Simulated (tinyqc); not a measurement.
Band edges of strained Si(1-x)Ge(x) on relaxed Si(1-y)Ge(y): one step. Strain of the layer on a (110) buffer. Five cases, with inputs chosen for the exercise.

Question. Use the elastic constants of the layer.

Coherent growth on a (110) face: e_par = (a(y) - a(x))/a(x), e_perp = -(C11 + 3 C12 - 2 C44)/(C11 + C12 + 2 C44) e_par; exx = eyy = (e_par + e_perp)/2, ezz = e_par, exy = (e_perp - e_par)/2, eyz = ezx = 0.

Give: e_par; e_perp; strain tensor in the cubic axes.

Case 1.

Values chosen (out of a larger set: end members near Si and Ge, in this order; not measured data): face = 110 (growth face).

Interpolated values (a in angstrom, C11, C12, C44 in GPa, all else in eV):
```
symbol       layer      buffer
a         5.423000    5.521363
Dso       0.044000    0.149350
av        2.430000    1.918300
b        -2.100000   -2.284900
d        -4.870000   -5.072100
C11     166.200000  150.677000
C12      63.100000   56.865000
C44      80.300000   74.280000
Ev        0.000000    0.266600
ED        1.149000    1.002877
EL        1.974000    1.438220
aD        1.660000    1.457900
aL       -3.230000   -3.096700
XuD       9.080000    9.148800
XuL      16.270000   15.732500
```

Answer.

e_par = 0.018138
e_perp = -0.009067

strain tensor in the cubic axes:
```
           x          y         z
x   0.004536  -0.013602  0.000000
y  -0.013602   0.004536  0.000000
z   0.000000   0.000000  0.018138
```

The layer is under tension in the plane; its volume changes by +2.721 %.

Case 2.

Values chosen (out of a larger set: end members near Si and Ge, in this order; not measured data): face = 110 (growth face).

Interpolated values (a in angstrom, C11, C12, C44 in GPa, all else in eV):
```
symbol       layer      buffer
a         5.489060    5.429000
Dso       0.108480    0.044000
av        2.135400    2.450000
b        -2.214400   -2.100000
d        -4.946600   -4.840000
C11     155.400000  164.500000
C12      59.944000   64.000000
C44      76.772000   80.100000
Ev        0.182000    0.000000
ED        1.051800    1.145000
EL        1.678880    2.007000
aD        1.609200    1.760000
aL       -2.947000   -3.090000
XuD       9.236000    9.080000
XuL      16.357800   16.610000
```

Answer.

e_par = -0.010942
e_perp = 0.005389

strain tensor in the cubic axes:
```
           x          y          z
x  -0.002776   0.008165   0.000000
y   0.008165  -0.002776   0.000000
z   0.000000   0.000000  -0.010942
```

The layer is under compression in the plane; its volume changes by -1.649 %.

Case 3.

Values chosen (out of a larger set: end members near Si and Ge, in this order; not measured data): face = 110 (growth face).

Interpolated values (a in angstrom, C11, C12, C44 in GPa, all else in eV):
```
symbol       layer      buffer
a         5.435000    5.492557
Dso       0.044000    0.113160
av        2.460000    2.121200
b        -2.100000   -2.217600
d        -4.780000   -4.928400
C11     165.000000  154.416000
C12      63.700000   59.360000
C44      79.200000   75.504000
Ev        0.000000    0.193200
ED        1.171000    1.058877
EL        1.979000    1.630680
aD        1.700000    1.599200
aL       -2.850000   -2.875200
XuD       8.900000    8.978400
XuL      16.410000   15.990000
```

Answer.

e_par = 0.010590
e_perp = -0.005409

strain tensor in the cubic axes:
```
           x          y         z
x   0.002591  -0.007999  0.000000
y  -0.007999   0.002591  0.000000
z   0.000000   0.000000  0.010590
```

The layer is under tension in the plane; its volume changes by +1.577 %.

Case 4.

Values chosen (out of a larger set: end members near Si and Ge, in this order; not measured data): face = 110 (growth face).

Interpolated values (a in angstrom, C11, C12, C44 in GPa, all else in eV):
```
symbol       layer      buffer
a         5.553040    5.431000
Dso       0.179000    0.044000
av        1.788200    2.420000
b        -2.359200   -2.100000
d        -5.093000   -4.850000
C11     145.258000  165.400000
C12      55.598000   64.400000
C44      72.256000   79.600000
Ev        0.329400    0.000000
ED        0.986543    1.167000
EL        1.339040    2.027000
aD        1.489800    1.830000
aL       -2.883200   -2.840000
XuD       9.159800    9.230000
XuL      15.418600   16.180000
```

Answer.

e_par = -0.021977
e_perp = 0.010661

strain tensor in the cubic axes:
```
           x          y          z
x  -0.005658   0.016319   0.000000
y   0.016319  -0.005658   0.000000
z   0.000000   0.000000  -0.021977
```

The layer is under compression in the plane; its volume changes by -3.329 %.

Case 5.

Values chosen (out of a larger set: end members near Si and Ge, in this order; not measured data): face = 110 (growth face).

Interpolated values (a in angstrom, C11, C12, C44 in GPa, all else in eV):
```
symbol       layer      buffer
a         5.476600    5.433000
Dso       0.092800    0.044000
av        2.190000    2.430000
b        -2.204000   -2.120000
d        -4.860000   -4.740000
C11     158.240000  165.800000
C12      60.900000   64.200000
C44      77.160000   79.600000
Ev        0.126000    0.000000
ED        1.080680    1.160000
EL        1.765800    2.024000
aD        1.640000    1.730000
aL       -2.948000   -3.020000
XuD       9.096000    8.990000
XuL      16.118000   16.480000
```

Answer.

e_par = -0.007961
e_perp = 0.003978

strain tensor in the cubic axes:
```
           x          y          z
x  -0.001991   0.005970   0.000000
y   0.005970  -0.001991   0.000000
z   0.000000   0.000000  -0.007961
```

The layer is under compression in the plane; its volume changes by -1.194 %.

Computed by tinyqc, one run a case: `OMP_NUM_THREADS=1 python tinyqc.py N N+1 out.jsonl` with N = 1050093, 1050699, 1050802, 1050864, 1051085; one thread of a shared Intel(R) Xeon(R) Processor @ 2.30GHz, about 0.01 s a run at most.
